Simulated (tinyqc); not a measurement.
Choosing the offset: vacuum evaporation: vapour pressure, source flux, thickness distribution, purity and step coverage. Computed by tinyqc, a small Python program. Command: `OMP_NUM_THREADS=1 python tinyqc.py 3113203 3113204 out.jsonl evap walk`. One thread of a shared host (Intel(R) Xeon(R) Processor @ 2.30GHz), about 0.01 s of CPU time with the checks.

Molecular flow, unit sticking of the metal, no re-evaporation. The background gas is taken as water vapour (18.015 g/mol, collision diameter 0.37 nm) at 300 K.

Inputs (values chosen for the exercise, modelled on germanium, with constants for the liquid): directionality n = 1; source-to-wafer distance h = 16 cm; wafer radius R = 10 cm.

Method. Rotating wafer, source offset by s and facing upwards: thickness at radius r is the mean over the angle a of (1 + (r^2 + s^2 - 2 r s cos a)/h^2)^(-(n + 3)/2), by 360 equal steps; non-uniformity (max - min)/(max + min) over 21 radii from 0 to R. The curvature at the centre vanishes at s/h = sqrt(2/(n + 3)).

Against the offset:
```
s/h  centre thickness  edge over centre  non-uniformity (%)
0.0            1.0000            0.5171              31.830
0.2            0.9246            0.5536              28.731
0.4            0.7432            0.6598              20.495
0.5            0.6400            0.7344              15.312
0.6            0.5407            0.8181              10.007
0.7            0.4504            0.9051               4.982
0.8            0.3718            0.9894               1.361
0.9            0.3052            1.0656               3.206
1.1            0.2047            1.1809               8.295
```

What does the comparison show, and why?

The best row, s/h = 0.8, has 1.4 % against 32 % on the axis, at the price of a rate lower by a factor 2.69; the small-wafer optimum is sqrt(2/(n + 3)) = 0.71.

Extremes, crossings and ranges named in words are read from the listed rows.
